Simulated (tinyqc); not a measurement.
Short-channel transistor, virtual-source model with series resistance: two steps of the calculation.

The current per gate width is the charge at the top of the source barrier (the virtual source) times its velocity times a saturation function; al and be are fitting constants of the model. Units: I in uA/um, Rs in ohm um, so I Rs = 1e-6 I Rs in volts; Q in uC/cm^2, so I = 1e-4 Q vx0 Fsat with vx0 in cm/s.

Inputs (values chosen for the exercise):
```
symbol,value,unit,meaning
T,325,K,temperature
Cinv,2.23,uF/cm^2,inversion capacitance
vx0,3.74e7,cm/s,velocity at the virtual source
mu,740,cm^2/(V s),apparent mobility
L,12,nm,channel length
VT0,0.3,V,threshold at zero drain voltage
dl,0.088,V/V,drain-induced barrier lowering
n0,1.11,,subthreshold factor
nd,0.1,1/V,growth of n with drain voltage
al,3.5,,threshold shift (in units of Vt) from weak to strong inversion
be,2,,sharpness of saturation
Rs,200,ohm um,series resistance of each contact
Vgs,0.7,V,gate voltage
Vds,0.7,V,drain voltage
```

Constants: q = 1.602176634e-19 C, kB = 1.380649e-23 J/K, Vt = kB T/q. Results are converted to the units shown.

Problem 1. Current through the series resistance. Intrinsic voltages Vg' = Vgs - I Rs, Vd' = Vds - 2 I Rs. n = n0 + nd Vd', VT = VT0 - dl Vd', Ff = 1/(1 + exp((Vg' - VT + al Vt/2)/(al Vt))), Q = Cinv n Vt ln(1 + exp((Vg' - VT + al Vt Ff)/(n Vt))), Vdsat = (vx0 L/mu)(1 - Ff) + Vt Ff, Fsat = u/(1 + u^be)^(1/be) with u = Vd'/Vdsat, and I(out) = Q vx0 Fsat per width. (Fsat takes the sign of u.) I(new) = I + 0.3 (I(out) - I).

I at the start = 0 uA/um

Give: Vg'; Vd'; VT; Ff; Q; Vdsat; Fsat; I(out); I after iteration 1.

Solution 1.

Vg' = 0.7000 V
Vd' = 0.7000 V
VT = 0.2384 V
Ff = 0.005437
Q = 1.031 uC/cm^2
Vdsat = 0.06047 V
Fsat = 0.9963
I(out) = 3840 uA/um
I after iteration 1 = 1152 uA/um

Problem 2. What the series resistance costs. n = n0 + nd Vd', VT = VT0 - dl Vd', Ff = 1/(1 + exp((Vg' - VT + al Vt/2)/(al Vt))), Q = Cinv n Vt ln(1 + exp((Vg' - VT + al Vt Ff)/(n Vt))), Vdsat = (vx0 L/mu)(1 - Ff) + Vt Ff, Fsat = u/(1 + u^be)^(1/be) with u = Vd'/Vdsat, and I = Q vx0 Fsat per width. I0 is the current for Rs = 0. Effective velocity I/Q; transit time L Q/I.

converged I = 1308.8845 uA/um
I0 = 3839.9793 uA/um

Give: loss against I0; effective velocity; transit time.

Solution 2.

loss against I0 = 65.91 %
effective velocity = 3.559e7 cm/s
transit time = 0.03372 ps

The carriers leave the virtual source at 95.2 % of vx0: the device is in saturation.

Program tinyqc, `OMP_NUM_THREADS=1 python tinyqc.py 2380076 2380077 out.jsonl`; Intel Xeon 2.30GHz, shared host, one thread, about 0.01 s.
